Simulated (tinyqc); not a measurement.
# MOS inversion layer, Poisson-Schroedinger loop: mixing schemes compared

Electrons confined at an insulator interface at z = 0, treated as a hard wall; parabolic valleys, Hartree approximation, no image or exchange terms. The depletion charge lies far deeper than the electrons and gives a uniform field q Nd/(eps0 eps_r); the gate balances all charge. Energies are counted from the band edge at the interface.

V0 = q Nd z/(eps0 eps_r) in eV.

Tridiagonal Hamiltonian with psi = 0 one step beyond both ends: H_ii = C (1/m_(i-1/2) + 1/m_(i+1/2))/hz^2 + V0_i + U_i (+ dE for the set B), H_(i,i+1) = -C/(m_(i+1/2) hz^2), C = hbar^2/(2 m0). The lowest 2 level(s) of each valley set are kept, normalised to hz sum |psi|^2 = 1. The mass is the same on all intervals.

Level k holds N_k = D_k Vt ln(1 + exp((EF - E_k)/Vt)) with D = md1 m0 q/(pi hbar^2) for the set A, D = 3 md2 m0 q/(pi hbar^2) for the set B per eV (spin included); EF is fixed by sum N_k = Ns.

n_i = sum_k N_k |psi_k|^2 (converted to cm^-3). Hartree part by Gauss: on the interval before node i the electrons still beyond are S_i = Ns - hz sum_(j<i) n_j, and U_i = U_(i-1) + q S_i hz/(eps0 eps_r) in eV, U_0 = 0 at the interface. Mixing: U(new) = U + a (U(out) - U).

Rounds from U = 0 until the largest |U(out) - U| is below 1e-7 eV (the round that meets it is counted). Anderson mixing of depth m keeps the last m inputs V and residuals F = V(out) - V(in), fits c by least squares to F = dF c over their successive differences dF, dV, and sets V(new) = V + a F - (dV + a dF) c.

Parameters, values chosen for the exercise; masses and permittivity close to those of germanium (111):
- T = 300 K (temperature)
- eps_r = 16.2 (relative permittivity)
- mz1 = 1.56 m0 (mass along z of valley set A (1 valley(s)))
- md1 = 0.0826 m0 (in-plane density-of-states mass of set A)
- mz2 = 0.0925 m0 (mass along z of valley set B (3 valley(s)))
- md2 = 0.342 m0 (in-plane density-of-states mass of set B)
- Ns = 9.4e11 cm^-2 (sheet density of electrons)
- Nd = 1.6e11 cm^-2 (sheet density of depletion charge)
- dE = 0 eV (extra shift of set B (strain))
- hz = 2.6 nm (mesh step)

Constants: q = 1.602176634e-19 C, kB = 1.380649e-23 J/K, hbar = 1.054571817e-34 J s, m0 = 9.1093837015e-31 kg, Vt = kB T/q, eps0 = 8.8541878128e-14 F/cm where lengths are in cm, hbar^2/(2 m0) = 0.0380998212 eV nm^2. Results are converted to the units shown.

| node | z (nm) |
|---|---|
| 1 | 2.6 |
| 2 | 5.2 |
| 3 | 7.8 |
| 4 | 10.4 |
| 5 | 13 |
| 6 | 15.6 |
| 7 | 18.2 |
| 8 | 20.8 |
| 9 | 23.4 |
| 10 | 26 |
| 11 | 28.6 |
| 12 | 31.2 |
| 13 | 33.8 |
| 14 | 36.4 |
| 15 | 39 |
| 16 | 41.6 |
| 17 | 44.2 |
| 18 | 46.8 |
| 19 | 49.4 |

Rounds needed:

| a | depth m | rounds |
|---|---|---|
| 1 | plain | 35 |
| 0.8 | plain | 14 |
| 0.6 | plain | 15 |
| 0.4 | plain | 26 |
| 0.2 | plain | 58 |
| 0.1 | plain | 121 |
| 0.5 | 2 | 12 |
| 0.5 | 4 | 9 |
| 0.5 | 8 | 9 |

What does the comparison show?

Among the plain runs a = 0.8 is fastest, with 14 rounds; larger factors overshoot and smaller ones creep. Anderson mixing needs 9 to 12 rounds.

Computed by the program tinyqc: `OMP_NUM_THREADS=1 python tinyqc.py 2160004 2160005 out.jsonl`, one thread of a shared Intel Xeon 2.30GHz, about 1 s for the whole run.
